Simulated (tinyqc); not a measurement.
X-ray photoelectron analysis of a thin oxide on a semiconductor: attenuation lengths, thickness, angle series and band offsets: one step, computed by the program tinyqc. Command: `OMP_NUM_THREADS=1 python tinyqc.py 3111108 3111109 out.jsonl xps walk`. One thread of a shared host (Intel(R) Xeon(R) Processor @ 2.30GHz), about 0.01 s of CPU time with the checks.

The same element is seen in the oxide and in the substrate, at nearly the same kinetic energy; films are flat and uniform, and the work function is ignored.

Question. Band offsets by core levels. Valence band offset = (E_core - E_v)(substrate) - (E_core - E_v)(oxide) + (core level separation at the interface, oxide less substrate). The separation is made here from the given offset; a uniform field F that raises the binding energy towards the surface shifts the oxide peak by e F <z>, <z> = d/(1 - exp(-x)) - d/x, x = d/(L_o cos theta), being the mean distance from the interface. Conduction band offset = oxide gap - substrate gap - valence band offset.

Inputs (values chosen for the exercise, modelled on SiO2 on silicon):
```
quantity                                       value   unit
oxide gap                                       8.91     eV
substrate gap                                   1.12     eV
oxide thickness d                                3.7     nm
valence band offset used to make the data       4.56     eV
core level less valence band top, substrate    98.75     eV
core level less valence band top, thick oxide  98.07     eV
field in the oxide                               0.4  MV/cm
```

d/(L_o cos theta) = 1.250323

Give: separation without field; <z>; separation with field; apparent valence band offset; true conduction band offset; apparent conduction band offset.

Answer.

separation without field = 3.88 eV

<z> = 2.2258 nm

separation with field = 3.9690 eV

apparent valence band offset = 4.6490 eV

true conduction band offset = 3.23 eV

apparent conduction band offset = 3.1410 eV

The field biases both offsets by 0.089 eV, in opposite directions.
